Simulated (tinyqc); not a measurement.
What each setting does: recursion (Haydock) method for the local density of states: bulk site of a cubic lattice.

One orbital a site at energy 0, hopping -t to the 6 nearest neighbours of a cubic lattice; the start u0 is a site in the bulk, with energy V. Recursion: a_n = <u_n|H|u_n>, b_(n+1) u_(n+1) = (H - a_n) u_n - b_n u_(n-1), b > 0. G(z) = 1/(z - a0 - b1^2/(z - a1 - b2^2/(...))), z = E + i eta. After n levels the tail is b_n^2 T with the square-root terminator T = (z - sqrt(z - 2b) sqrt(z + 2b))/(2 b^2), b = 3t so that the band edges lie at -/+ 6t.

Parameters, chosen for this exercise: t = 0.66 eV (hopping); V = 0 eV (shift of the starting site); n = 5 (levels kept); E = 0.86 eV (energy); eta = 0.033 eV (broadening).

G at z = E + i eta with n levels and terminator.

Results for these values:

| case | Re G (1/eV) | density (1/eV) |
|---|---|---|
| base | 0.2202 | 0.2193 |

What happens to each result for E = 0.99 eV, all else kept?

Answer: Re G rises from 0.2202 to 0.2733; density falls from 0.2193 to 0.2148.

The same for each parameter in turn:

| case | Re G (1/eV) | density (1/eV) |
|---|---|---|
| base | 0.2202 | 0.2193 |
| t = 0.726 eV | 0.1724 | 0.2006 |
| V = 0.5 eV | -0.0453 | 0.2408 |
| n = 6 | 0.2202 | 0.2215 |
| E = 0.99 eV | 0.2733 | 0.2148 |
| eta = 0.066 eV | 0.2180 | 0.2152 |

Computed by tinyqc, a small Python program: `OMP_NUM_THREADS=1 python tinyqc.py 1480711 1480712 out.jsonl` (the numbers bound the seed that draws the inputs); one thread of a shared host (Intel(R) Xeon(R) Processor @ 2.30GHz), about 0.1 s for the whole set of steps.
